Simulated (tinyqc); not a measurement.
MOS capacitor on a p-type substrate, surface potential from the exact charge relation: effect of the insulator thickness on threshold and swing.

Uniform p-type substrate, Boltzmann statistics, full ionisation, classical densities. psi is the surface potential against the body (positive when the bands bend down) and u = psi/Vt. Traps are spread evenly over the gap and neutral at flat band, so their charge is -q Dit psi; the minority quasi-Fermi level is shifted by Vb.

ni = sqrt(Nc Nv) exp(-Eg/(2 Vt)), Eg in volts; phiF = Vt ln(N/ni); Cox = eps0 eox/tox; Vfb = phiM - chi - (Eg - Vt ln(Nv/N)) - q Nf/Cox; VT = Vfb + [(2 phiF + Vb)(1 + q Dit/Cox) + sqrt(2 eps0 eps_r q N (2 phiF + Vb))/Cox]. gamma = sqrt(2 eps0 eps_r q N)/Cox; Wm = sqrt(2 eps0 eps_r (2 phiF + Vb)/(q N)); m = 1 + (eps0 eps_r/Wm + q Dit)/Cox; swing m Vt ln 10; Cmin/Cox = 1/(1 + Cox Wm/(eps0 eps_r)).

Inputs (values chosen for the exercise); band and dielectric values close to those of gallium arsenide: temperature T = 400 K; band gap Eg = 1.41 eV; relative permittivity eps_r = 12.8; conduction-band density of states at T Nc = 6.73e17 cm^-3; valence-band density of states at T Nv = 1.38e19 cm^-3; electron affinity chi = 4.03 eV; acceptor density of the substrate N = 2.4e16 cm^-3; relative permittivity of the gate insulator (close to aluminium oxide) eox = 9.16; gate work function phiM = 4.35 eV; fixed charge at the interface, in units of q Nf = 0 cm^-2; density of interface traps Dit = 0 cm^-2 eV^-1; reverse bias of the inversion layer against the body Vb = 0 V.

Constants: q = 1.602176634e-19 C, kB = 1.380649e-23 J/K, Vt = kB T/q, eps0 = 8.8541878128e-14 F/cm where lengths are in cm. Results are converted to the units shown.

The same in every row: Vfb (V) = -0.8710; 2 phiF (V) = 1.076; Wm (nm) = 251.9.

Result of one run:

| gamma (V^0.5) | VT (V) | m | swing (mV/decade) | Cmin/Cox |
|---|---|---|---|---|
| 0.2648 | 0.4797 | 1.128 | 89.50 | 0.1132 |

Which insulator thickness tox gave this result: 3.2, 4.7, 7, 10 or 23 nm?

tox = 23 nm.

The whole series:

| tox (nm) | gamma (V^0.5) | VT (V) | m | swing (mV/decade) | Cmin/Cox |
|---|---|---|---|---|---|
| 2.1 | 0.02417 | 0.2302 | 1.012 | 80.29 | 0.01152 |
| 3.2 | 0.03684 | 0.2433 | 1.018 | 80.78 | 0.01744 |
| 4.7 | 0.05410 | 0.2612 | 1.026 | 81.44 | 0.02541 |
| 7 | 0.08058 | 0.2887 | 1.039 | 82.45 | 0.03739 |
| 10 | 0.1151 | 0.3245 | 1.055 | 83.77 | 0.05257 |
| 15 | 0.1727 | 0.3842 | 1.083 | 85.97 | 0.07683 |
| 23 | 0.2648 | 0.4797 | 1.128 | 89.50 | 0.1132 |
| 34 | 0.3914 | 0.6111 | 1.189 | 94.34 | 0.1587 |

As tox goes from 2.1 to 34, VT rises from 0.230 to 0.611 V, the swing rises from 80.3 to 94.3 mV/decade and Cmin/Cox rises from 0.0115 to 0.159. Vfb does not move. m - 1 goes as tox^(1.00), that is as 1/Cox.

tinyqc, about 0.01 s, one thread, Intel Xeon 2.30GHz (shared host): `OMP_NUM_THREADS=1 python tinyqc.py 2060143 2060144 out.jsonl`
